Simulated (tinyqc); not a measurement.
Worked calculation: deep level with several charge states, and Shockley-Read-Hall recombination. Values are carried at full precision from step to step, so a last printed digit may differ when a step is redone from the rounded ones.

Energies from Ev. The defect has charge states +1, 0, -1 with weights 1, gm exp((EF - E1)/kT), exp((2 EF - E1 - E2)/kT); the shares are the weights over their sum. Boltzmann carriers: n = Nc exp((EF - Eg)/kT), p = Nv exp(-EF/kT). Neutrality: p - n + Nd + Nt <q> = 0.

Constants: kB = 8.617333262e-05 eV/K.

Inputs chosen for the exercise (gap and densities of states near those of Si at this temperature; not measured data): Eg = 1.139 eV (gap); Nc = 2.06e+19 1/cm^3 (conduction-band density of states); Nv = 8.69e+18 1/cm^3 (valence-band density of states); T = 250 K; E1 = 0.357 eV (level (+1/0) above Ev); E2 = 0.934 eV (level (0/-1) above Ev); gm = 2 (degeneracy of the middle state, the others 1); Nt = 3.7e+14 1/cm^3 (defects); Nd = 8.9e+14 1/cm^3 (ionised shallow donors minus acceptors); E_try = 0.966 eV (trial Fermi level); Et = 0.357 eV (recombination level above Ev); sn = 5.6e-15 cm^2 (electron capture cross-section); sp_ = 1.5e-14 cm^2 (hole capture cross-section); vth = 12000000 cm/s (thermal velocity, both carriers); Nm = 7.1e+15 1/cm^3 (equilibrium electrons for the lifetime steps); dn = 1.5e+12 1/cm^3 (excess pairs).

## Charge states at a trial Fermi level

Form the exponents, the shares, the mean charge and the residual of neutrality at EF = E_try.

exponents of the second and third weights: [28.269, 29.754]

shares: +1 0.0000, 0 0.3117, -1 0.6883

<q> = -0.6883

n, p (1/cm^3): [6.70e+15, 0.292]

residual = -6.07e+15 1/cm^3

The residual is negative, so EF must fall.

## The neutral state

Solve for EF.

EF = 0.9205 eV

shares at EF: +1 0.000, 0 0.789, -1 0.211

n = 8.12e+14 1/cm^3
p = 2.41 1/cm^3

Without the defects the majority density would be 8.90e+14 1/cm^3; with them the density of these carriers is 8.12e+14, so they compensate part of the doping. Most defects are in the state 0.

## Recombination through one level

One level at Et with degeneracy 1: tn = 1/(sn vth Nt), tp = 1/(sp_ vth Nt), n1 = Nc exp((Et - Eg)/kT), p1 = Nv exp(-Et/kT), ni^2 = n1 p1. Equilibrium n0 = Nm, p0 = ni^2/Nm; n = n0 + dn, p = p0 + dn. U = (n p - ni^2)/(tp (n + n1) + tn (p + p1)), lifetime dn/U; emission rates en = sn vth n1, ep = sp_ vth p1.

Evaluate each quantity.

tn, tp (microsecond): [0.04022, 0.01502]

n1, p1 (1/cm^3): [3.54e+03, 5.52e+11]

U = 9.98e+19 1/(cm^3 s)
lifetime = 0.0150 microsecond

The lifetime is 1.001 times the minority capture time tp and 0.272 times tn + tp, the limit of high injection.

## Emission and generation in a depleted region

With n = p = 0 the level generates pairs at G = Nt en ep/(en + ep); generation lifetime tg = ni/G; current density e G W for a width W = 1 micrometre, e = 1.602176634e-19 C.

en, ep (1/s): [0.000238, 9.94e+04]

G = 8.81e+10 1/(cm^3 s)
tg = 502 microsecond
current density = 1.41e-12 A/cm^2

The slower step, electron emission, limits the rate: en/ep = 2.4e-09.

## Checks

- U against hole capture minus emission at the steady occupation of the level (1/(cm^3 s)): both 9.982e+19.

Program tinyqc; command `OMP_NUM_THREADS=1 python tinyqc.py 1651231 1651232 out.jsonl`; about 0.01 s on one thread of a shared Intel(R) Xeon(R) Processor @ 2.30GHz.
